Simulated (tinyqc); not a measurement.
Minority carriers and saturation current of a heavily doped emitter: one step of the calculation.

n-type, parabolic bands, full ionisation. eta = (EF - Ec)/kB T solves N = Nc F12(eta), F12(x) = (2/sqrt(pi)) int_0^infinity sqrt(u)/(1 + exp(u - x)) du. The gap shrinks rigidly by dEg = E1 [ln(N/N0) + sqrt(ln^2(N/N0) + 0.5)], an empirical law that is here taken as the true narrowing.

Problem. Saturation current. 1/tau = Cn N^2 + 1/ts, D = mup Vt, L = sqrt(D tau); J0 = (q p0 D/L)(s + tanh(W/L))/(1 + s tanh(W/L)), s = S L/D; the share recombining inside is 1 - 1/[cosh(W/L)(1 + tanh(W/L)/s)].

Values chosen for this exercise; band and dielectric values close to those of silicon:

| symbol | value | unit | meaning |
|---|---|---|---|
| T | 400 | K | temperature |
| N | 7.2e19 | cm^-3 | ionised donor density |
| mup | 120 | cm^2/(V s) | minority-hole mobility |
| Cn | 1.9e-31 | cm^6/s | Auger coefficient |
| ts | 0.19 | us | defect lifetime |
| W | 660 | nm | emitter width |
| S | 2.6e5 | cm/s | recombination velocity at the contact |

Constants: q = 1.602176634e-19 C, kB = 1.380649e-23 J/K, Vt = kB T/q. Results are converted to the units shown.

p0 = 2.0859478e6 cm^-3

Give: tau; L; s; J0; share recombining inside.

Solution.

tau = 1.0099 ns
L = 646.31 nm
s = 4.0626
J0 = 2.5032e7 fA/cm^2
share recombining inside = 46.401 %

Bulk and contact share the loss.

Range of the model: Band tails, non-parabolic bands and incomplete ionisation are left out.

Computed by the program tinyqc: `OMP_NUM_THREADS=1 python tinyqc.py 2330007 2330008 out.jsonl`, one thread of a shared Intel Xeon 2.30GHz, about 0.01 s for the whole run.
